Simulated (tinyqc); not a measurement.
From single traps to 1/f noise.

7 half-filled traps with time constants tau_j = 2.1e-7 s times 10^(1 j), j = 0..6, each shift the threshold by a = 12.3 uV when filled and give the Lorentzian a^2 tau/(1 + (2 pi f tau)^2). For time constants spread evenly in ln tau the sum tends to a^2/(4 f ln(10^1)). slope = d ln S/d ln f.

Results:
```
f (Hz)  S (uV^2/Hz)  1/f limit (uV^2/Hz)       slope  j of the largest term
0.01         35.295               1642.6  -3.1363e-4                      6
0.1          34.757               164.26   -0.030781                      6
30          0.52078              0.54754    -0.90891                      4
1000       0.017078             0.016426     -1.1032                      3
30000     5.1950e-4            5.4754e-4    -0.91981                      1
1e6       1.3608e-5            1.6426e-5     -1.3770                      0
1e7       2.0172e-7            1.6426e-6     -1.9897                      0
1e8       2.0275e-9            1.6426e-7     -1.9999                      0
```

Estimate the missing row, f = 1 Hz.

Computed row:
```
f (Hz)  S (uV^2/Hz)  1/f limit (uV^2/Hz)     slope  j of the largest term
1            15.067               16.426  -0.98439                      6
```

With this row back in the table: Below the slowest trap (1/(2 pi tau) = 0.76 Hz) the spectrum is flat, slope 0.00 in the first row; above the fastest (7.6e5 Hz) the slope tends to -2 (-2.00 in the last row). In between, at 30, 1000 and 30000 Hz, the slopes are -0.91, -1.10 and -0.92, and S is 4.0 % above the 1/f limit at 1000 Hz.

tinyqc, about 0.01 s, one thread, Intel Xeon 2.30GHz (shared host): `OMP_NUM_THREADS=1 python tinyqc.py 2150063 2150064 out.jsonl`
